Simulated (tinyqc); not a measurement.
# Worked calculation: ballistic Schottky-barrier transistor with a two-dimensional channel, WKB contacts

Computed by the program tinyqc: `OMP_NUM_THREADS=1 python tinyqc.py 2390122 2390123 out.jsonl`, one thread of a shared Intel Xeon 2.30GHz, about 0.3 s for the whole run. Printed values are rounded.

Source Fermi level 0, drain Fermi level -Vd. Far from the contacts Ec = pn - psi, and the gate moves psi one to one; the band edges relax as exp(-x/lam) from pn at the source and pn - Vd at the drain; Ev = Ec - Eg. A carrier of energy w inside the channel band meets at a contact a barrier of height D (the contact edge beyond the channel edge): T = 1 for w >= D, else exp(-S), S = 4 lam sqrt(m/C) [sqrt(D - w) - sqrt(w) arctan sqrt((D - w)/w)], C = hbar^2/(2 m0). The two contacts combine as Ts Td/(Ts + Td - Ts Td).

Values chosen for this exercise; channel values close to those of a tungsten diselenide layer: temperature T = 300 K; band gap Eg = 1.4 eV; barrier for electrons at both contacts pn = 0.9 eV; electron mass mn = 0.37 m0; hole mass mp = 0.41 m0; valleys or subbands g = 2; screening length at the contacts lam = 2.8 nm; drain bias Vd = 0.05 V; band shift psi of the channel by the gate ps = 1.08 V; energy of one carrier inside the channel band w0 = 0.58 eV; upper end of the grid wm = 1.3 eV; points of the grid nE = 15.

Constants: q = 1.602176634e-19 C, kB = 1.380649e-23 J/K, hbar = 1.054571817e-34 J s, h = 6.62607015e-34 J s, m0 = 9.1093837015e-31 kg, Vt = kB T/q, hbar^2/(2 m0) = 0.0380998212 eV nm^2. Results are converted to the units shown.

Range of the model: No scattering, image-force lowering, channel charge or band-to-band tunnelling; parabolic kappa overstates S deep in the gap.

## Band edges and barriers

Electrons: Ds = psi, Dd = psi - Vd, Es = Ec, Ed = Ec + Vd. Holes: Ds = -psi, Dd = Vd - psi, Es = -Ev, Ed = -Ev - Vd. The size of each current is taken; both flow from drain to source and add.

Ec = -0.18 eV
Ev = -1.58 eV
D for electrons (eV): source 1.08000, drain 1.03000
D for holes (eV): source -1.08000, drain -1.03000

A negative D is no barrier. Here the electrons carry the larger current.

## Transmission of one of the electrons

S and T at both contacts for w = w0, and the tunnelling distance lam ln(D/w) at the higher barrier.

S at the source = 4.78856
S at the drain = 4.21861
combined T = 0.00534569
tunnelling distance = 1.74073 nm

## Current of the electrons on a coarse grid

I/W = g (2 q^2/h) int T(w) [N(Es + w) - N(Ed + w)] dw with w the energy of motion along the channel, N(y) = (1/2 pi) sqrt(pi m kB T/C) Fm(-y/kB T), Fm(x) = (1/sqrt(pi)) int_0^infinity u^(-1/2)/(1 + exp(u - x)) du. Electrons: Ds = psi, Dd = psi - Vd, Es = Ec, Ed = Ec + Vd. Holes: Ds = -psi, Dd = Vd - psi, Es = -Ev, Ed = -Ev - Vd. The size of each current is taken; both flow from drain to source and add. Simpson's rule on nE equally spaced w from 0 to wm.

w, point 0 to 14 (eV): [0.00000, 0.09286, 0.18571, 0.27857, 0.37143, 0.46429, 0.55714, 0.65000, 0.74286, 0.83571, 0.92857, 1.02143, 1.11429, 1.20714, 1.30000]
Ts, point 0 to 14: [1.76746e-16, 6.61764e-10, 1.35936e-7, 5.43510e-6, 9.17191e-5, 8.79660e-4, 0.00557162, 0.0254053, 0.0878795, 0.237809, 0.509904, 0.855457, 1, 1, 1]
Td, point 0 to 14: [4.13348e-16, 1.48954e-9, 2.93930e-7, 1.12646e-5, 1.81732e-4, 0.00166100, 0.00998610, 0.0429997, 0.139473, 0.350184, 0.683787, 0.991047, 1, 1, 1]
T, point 0 to 14: [1.23807e-16, 4.58199e-10, 9.29490e-8, 3.66620e-6, 6.09591e-5, 5.75424e-4, 0.00358912, 0.0162291, 0.0569830, 0.164998, 0.412610, 0.848896, 1, 1, 1]
size of the supply difference, point 0 to 14 (1/um): [66.1972, 107.628, 58.9013, 2.62335, 0.0735192, 0.00202618, 5.58151e-5, 1.53752e-6, 4.23535e-8, 1.16670e-9, 3.21386e-11, 8.85309e-13, 2.43873e-14, 6.71788e-16, 1.85055e-17]
current = 3.05777e-4 uA/um

A converged quadrature gives 3.018e-4 uA/um; this grid is 1.3 % above that. Under 0.001 % of it passes over both barriers, the rest tunnels. The other carrier adds 1.01e-23 uA/um.
